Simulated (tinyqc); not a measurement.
Stretching the bonds: Weaire-Thorpe hybrids on a Bethe lattice: gap and dangling bond of an amorphous tetrahedral solid.

Inputs chosen for the exercise (out of a larger set: of the size of tabulated hybrid energies for amorphous silicon; not measured data): V1 = 1.81 eV (coupling of two hybrids on one atom); V2 = 4.45 eV (coupling of the two hybrids of a bond).

V2 is scaled as (d0/d)^2 and V1 stays. Bound 2 V2 - 4 V1; tree V2 - 2 V1 + sqrt(V2^2 + 4 V1^2 - 2 sqrt3 V1 V2); a negative bound means that a network with rings may have no gap.

Against d/d0:

| d/d0 | V2 (eV) | V2/V1 | bound (eV) | tree (eV) |
|---|---|---|---|---|
| 0.96 | 4.829 | 2.668 | 2.417 | 3.687 |
| 0.98 | 4.633 | 2.560 | 2.027 | 3.363 |
| 1.00 | 4.450 | 2.459 | 1.660 | 3.067 |
| 1.02 | 4.277 | 2.363 | 1.314 | 2.797 |
| 1.04 | 4.114 | 2.273 | 0.989 | 2.552 |
| 1.07 | 3.887 | 2.147 | 0.534 | 2.227 |
| 1.10 | 3.678 | 2.032 | 0.115 | 1.947 |
| 1.15 | 3.365 | 1.859 | -0.510 | 1.569 |

What does the comparison show?

The bound falls by 178 meV for each per cent of stretch near d0 and vanishes at d/d0 = 1.109, inside the table. Weak, stretched bonds therefore put states closest to the edges, one origin of band tails.

Computed by tinyqc, a small Python program: `OMP_NUM_THREADS=1 python tinyqc.py 1481877 1481878 out.jsonl` (the numbers bound the seed that draws the inputs); one thread of a shared host (Intel(R) Xeon(R) Processor @ 2.30GHz), about 0.03 s for the whole set of steps.
